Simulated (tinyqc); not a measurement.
Inside a calculation: five-level k.p model folded onto the conduction band. Values are carried at full precision from step to step, so a last printed digit may differ when a step is redone from the rounded ones.

Second-order sums for the lowest conduction level at E: 1/m = 1 + Cm + (Ep/3)(2/E + 1/(E + Dso)) - (Ep2/3)(2/(E7 + D2 - E) + 1/(E7 - E)); g/2 = 1 + Cg - (Ep/3)(1/E - 1/(E + Dso)) - (Ep2/3)(1/(E7 - E) - 1/(E7 + D2 - E)). E is counted from the top of the valence band; E = Eg at the edge.

Constants: hbar^2/2m0 = 3.80998211 eV angstrom^2.

Values chosen for the exercise (near those of ZnSe; the results hold for these values, not for the real material):
```
symbol  value  unit        meaning
Eg      2.79   eV          gap at Gamma to the s-like level
Dso     0.411  eV          spin-orbit splitting
Ep      24.6   eV          Kane energy
E7      7.44   eV          upper Gamma7 conduction level, from the valence top
D2      0.09   eV          its spin-orbit splitting, Gamma8 above Gamma7
Ep2     1.7    eV          Kane energy to the upper levels
Cm      -3.1               remote term in 1/m
Cg      -0.02              remote term in g/2
k       0.086  1/angstrom  wave vector along z
```

## Mass and g factor term by term

Evaluate at E = Eg.

Terms:
```
level           part of 1/m  part of g
free + remote       -2.1000     1.9600
Gamma8 valence       5.8781    -5.8781
Gamma7 valence       2.5617     5.1234
Gamma8 upper        -0.2391     0.2391
Gamma7 upper        -0.1219    -0.2437
```

m = 0.1673 m0
g = 1.201

The valence levels give 8.44 to 1/m and the upper levels take 0.36 away. In g the two valence terms nearly cancel when Dso is small against Eg; here Dso/Eg = 0.15 and they leave -0.755, the upper pair -0.005.

## The matrix at one k

For k along z and one spin sector the level c couples to four states. With c0 = hbar^2/2m0, P = sqrt(Ep c0), P2 = sqrt(Ep2 c0): diagonal Eg + (1 + Cm) c0 k^2 for c, and 0, -Dso, E7 + D2, E7 for lh, so, G8 up, G7 up (their own dispersion is left out); couplings of c: sqrt(2/3) P k to lh, sqrt(1/3) P k to so, sqrt(2/3) P2 k to G8 up, sqrt(1/3) P2 k to G7 up (phases chosen real).

Fill in the matrix.

H (eV), lower triangle:
```
             c  lh        so    G8 up    G7 up
c      2.73082
lh     0.67980   0
so     0.48069   0  -0.41100
G8 up  0.17871   0         0  7.53000
G7 up  0.12636   0         0        0  7.44000
```

## Exact folding onto c

Solve E = H_cc + S(E), S(E) = sum_j H_cj^2/(E - H_jj), from E = H_cc, by plain substitution and by Newton steps on E - H_cc - S(E). The weight of c in the state is Z = 1/(1 - dS/dE). The exact level is the third eigenvalue of H from below.

Iterates (eV):
```
step  substitution   Newton
0          2.73082  2.73082
1          2.96355  2.94483
2          2.94467  2.94600
3          2.94610  2.94600
4          2.94599  2.94600
5          2.94600  2.94600
6          2.94600  2.94600
7          2.94600  2.94600
```

exact level = 2.94600 eV
Z = 0.9293

Substitution multiplies the error by about dS/dE = 1 - 1/Z = -0.076 a step, so it alternates; after 7 steps it is off by 3.4e-09 eV, while Newton is within 1e-5 eV from step 2 on.

## Loewdin series

Expanding E = H_cc + S(E) about Eg in powers of k^2, with s_n = sum_j H_cj^2/(Eg - H_jj)^n: order k^2: e2 = (1 + Cm) c0 k^2 + s1; order k^4: e4 = -s2 e2; order k^6: e6 = s3 e2^2 + s2^2 e2.

Give each order and the partial sums, counted from Eg.

s1 (eV), s2 (no unit), s3 (1/eV); (1 + Cm) c0 k^2 is H_cc - Eg: 0.22765  0.08408  0.02787

e2, e4, e6 (eV): 0.16848  -0.01417  0.00198

partial sums (eV): 0.16848  0.15431  0.15629

The exact value is 0.15600 eV; the errors of the partial sums are +12.47, -1.69 and +0.29 meV.

## Checks

- Curvature of the exact level at small k against the sum for 1/m: both 5.9789.

Program tinyqc; command `OMP_NUM_THREADS=1 python tinyqc.py 1050149 1050150 out.jsonl`; about 0.01 s on one thread of a shared Intel(R) Xeon(R) Processor @ 2.30GHz.
